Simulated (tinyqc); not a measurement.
Inside a calculation. Model: undoped symmetric double-gate MOSFET, analytic potential model.

tinyqc, about 0.02 s, one thread, Intel Xeon 2.30GHz (shared host): `OMP_NUM_THREADS=1 python tinyqc.py 2440069 2440070 out.jsonl` Printed values are rounded.

An undoped body of thickness ts between two equal insulators and tied gates; long channel, electrons only, n = ni exp((psi - V)/Vt) with V the quasi-Fermi potential (0 at the source, Vd at the drain), constant mobility, no quantisation. Across the body psi(x) = V - 2 Vt ln[(ts/(2 beta)) sqrt(q ni/(2 eps0 eps_r Vt)) cos(2 beta x/ts)], x from the centre. Q is the electron charge per area of the whole body.

Inputs (values chosen for the exercise); material values close to those of silicon:
```
symbol,value,unit,meaning
T,293,K,temperature
Eg,1.1,eV,band gap
eps_r,11.5,,relative permittivity of the semiconductor
Nc,2.71e19,cm^-3,conduction-band density of states at T
Nv,2.51e19,cm^-3,valence-band density of states at T
eox,8.82,,relative permittivity of the gate insulator
tox,6.2,nm,insulator thickness
ts,15,nm,body thickness
dphi,-0.07,V,gate work function less that of the intrinsic body
mu,120,cm^2/(V s),channel mobility
L,1,um,gate length
Vg,0.34,V,gate voltage
Vd,0.5,V,drain voltage
```

Constants: q = 1.602176634e-19 C, kB = 1.380649e-23 J/K, Vt = kB T/q, eps0 = 8.8541878128e-14 F/cm where lengths are in cm. Results are converted to the units shown.

## Constants of the body

ni = sqrt(Nc Nv) exp(-Eg/(2 Vt)), Eg in volts; r = eps_r tox/(eox ts); V0 = dphi + 2 Vt ln[(2/ts) sqrt(2 eps0 eps_r Vt/(q ni))].

ni = 9.03622e9 cm^-3
r = 0.538927
V0 = 0.383490 V

## Iteration 1: beta at the source by Newton steps

beta at the start = 0.5

With V = 0: f = ln(beta) - ln(cos beta) + 2 r beta tan(beta) - (Vg - V0)/(2 Vt); f' = 1/beta + tan(beta) + 2 r [tan(beta) + beta/cos^2(beta)]; beta(new) = beta - f/f'.

f = 0.593076
f' = 3.83490
beta after iteration 1 = 0.345348

## Iteration 2: beta at the source by Newton steps

As before.

f = -0.00720695
f' = 4.06358
beta after iteration 2 = 0.347121

## Course of the iteration: beta at the source by Newton steps

Stop when beta changes by less than 1e-11, or after 40 iterations. beta must stay between 0 and pi/2.

Course of the iteration:

| iteration | beta | \|change\| |
|---|---|---|
| 1 | 0.345348 | 0.155 |
| 2 | 0.347121 | 1.77e-3 |
| 3 | 0.347123 | 1.74e-6 |
| 4 | 0.347123 | 1.65e-12 |

Converged in 4 iterations. At the end the number of correct digits about doubles with each step.

## Charges and drain current

beta_s = 0.347123
beta_d = 2.11750e-5

beta (between 0 and pi/2) solves (Vg - V0 - V)/(2 Vt) = ln(beta) - ln(cos beta) + 2 r beta tan(beta). Q = 8 eps0 eps_r Vt beta tan(beta)/ts; I = mu (1/L)(4 eps0 eps_r/ts)(2 Vt)^2 [g(beta_s) - g(beta_d)] per width, g = beta tan(beta) - beta^2/2 + r beta^2 tan^2(beta), with beta_s at V = 0 and beta_d at V = Vd.

Qs = 17.2188 nC/cm^2
Qd = 6.14800e-8 nC/cm^2
g(beta_s) = 0.0738311
g(beta_d) = 2.24191e-10
I = 0.0613447 uA/um

The term r beta^2 tan^2(beta), which gives the square law, makes up 11.5 % of g at the source.

## Potential and electron density across the body at the source

| point | x/ts |
|---|---|
| 0 | 0 |
| 1 | 0.1 |
| 2 | 0.2 |
| 3 | 0.3 |
| 4 | 0.4 |
| 5 | 0.45 |
| 6 | 0.5 |

psi(x) as above with V = 0 and beta = beta_s; n = ni exp(psi/Vt).

| point | psi (V) | n (cm^-3) |
|---|---|---|
| 0 | 0.400059 | 6.87466e16 |
| 1 | 0.400181 | 6.90790e16 |
| 2 | 0.400548 | 7.00892e16 |
| 3 | 0.401163 | 7.18171e16 |
| 4 | 0.402032 | 7.43331e16 |
| 5 | 0.402565 | 7.59184e16 |
| 6 | 0.403165 | 7.77441e16 |

The density at the surface is 1.13 times that at the centre (1/cos^2 beta).
